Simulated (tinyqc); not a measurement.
Schottky barrier with interface states (Cowley-Sze model), image lowering and contact resistance: one step, computed by the program tinyqc. Command: `OMP_NUM_THREADS=1 python tinyqc.py 3022984 3022985 out.jsonl pinning walk`. One thread of a shared host (Intel(R) Xeon(R) Processor @ 2.30GHz), about 0.01 s of CPU time with the checks.

An n-type semiconductor under a metal. The barrier lies between the Schottky-Mott limit phi_M - chi and the Bardeen limit E_g - E_n, E_n being the neutrality level of the interface states; the space-charge term of the full Cowley-Sze expression is left out.

Question. Depletion layer and image lowering under reverse bias. N_c = 2 M_c (2 pi m_e k_B T/h^2)^(3/2); xi = E_c - E_F solves N = N_c F_1/2(-xi/k_B T) (bisection; full ionisation). F_1/2(eta) = (2/sqrt(pi)) int_0^infinity sqrt(x)/(1 + exp(x - eta)) dx, by the trapezoid rule in t = sqrt(x) with step 0.02 up to t = 12 (for eta < -12 by exp(eta) - exp(2 eta)/2^(3/2)). V_bi = phi_B - xi; W = sqrt(2 eps_s eps_0 (V_bi + V_r - k_B T/e)/(e N)); field at the metal E_m = e N W/(eps_s eps_0); image lowering sqrt(e E_m/(4 pi eps_s eps_0)).

Inputs (values chosen for the exercise, for a model semiconductor):
```
quantity                     value   unit
dielectric constant eps_s      9.6      -
electron mass m_e            0.204    m_0
valleys M_c                      1      -
donor density N            4.2e+16  cm^-3
temperature T                  200      K
reverse bias V_r               1.3      V
```

Pinning factor from: Moench relation.

barrier phi_B = 1.074329 eV

Constants: k_B = 8.617333262e-05 eV/K; m_0 = 9.1093837015e-31 kg; k_B = 1.380649e-23 J/K; h = 6.62607015e-34 J s; eps_0 = 8.8541878128e-12 F/m; e = 1.602176634e-19 C.

Give: N_c; xi; built-in voltage V_bi; depletion width W; field E_m; image lowering.

Answer.

N_c = 1.259e+18 cm^-3

xi = 0.05840 eV

built-in voltage V_bi = 1.016 V

depletion width W = 241.0 nm

field E_m = 1.908e+05 V/cm

image lowering = 0.05349 eV
